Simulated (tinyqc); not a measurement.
Polycrystalline film, grain-boundary barriers (Seto model): one step of the calculation.

One-dimensional grains of size Lg with donors N; each boundary has Qt acceptor-like traps per area at one level Et below the band edge. Trapped electrons qt deplete a width w = qt/N (both sides together) and raise a barrier Vb = q N w^2/(8 eps0 eps_r). Current crosses the barriers by thermionic emission at small bias. Abrupt depletion, full ionisation, Boltzmann statistics.

Task. Barrier, resistivity and effective mobility. Partly depleted grains: the density at the grain centre is n0 = N and qt = Qt/(1 + 2 (Nc/N) exp((Vb - Et)/Vt)). If that gives qt >= N Lg, the grains are fully depleted: qt = N Lg, w = Lg and n0 = 2 Nc exp((Vb - Et)/Vt)/(Qt/(N Lg) - 1). Resistivity: barriers rb = Vt exp(Vb/Vt)/(q n0 vc Lg), grain interior rg = (1 - w/Lg)/(q mg N); effective mobility 1/(q N (rb + rg)).

Inputs (values chosen for the exercise); values close to those of polycrystalline silicon:
- T = 400 K (temperature)
- eps_r = 11.7 (relative permittivity of the semiconductor)
- Lg = 200 nm (grain size)
- Qt = 1.5e12 cm^-2 (trap density at a boundary)
- N = 5.6e17 cm^-3 (donor density)
- mg = 150 cm^2/(V s) (mobility inside a grain)
- vc = 5.9e6 cm/s (collection velocity at the barrier)
- Nc = 4.31e19 cm^-3 (conduction-band density of states at T)
- Et = 0.41 eV (trap level below the band edge)

Constants: q = 1.602176634e-19 C, kB = 1.380649e-23 J/K, Vt = kB T/q, eps0 = 8.8541878128e-14 F/cm where lengths are in cm. Results are converted to the units shown.

Find: qt; w; Vb; n0; rb; rg; effective mobility.

Result.

qt = 1.4858e12 cm^-2
w = 26.531 nm
Vb = 0.076207 V
n0 = 5.6000e17 cm^-3
rb = 0.029704 ohm cm
rg = 0.064447 ohm cm
effective mobility = 118.38 cm^2/(V s)

The grains are partly depleted, 99.1 % of the traps are filled and the barriers give 31.5 % of the resistivity.

Computed by the program tinyqc: `OMP_NUM_THREADS=1 python tinyqc.py 2610007 2610008 out.jsonl`, one thread of a shared Intel Xeon 2.30GHz, about 0.01 s for the whole run.
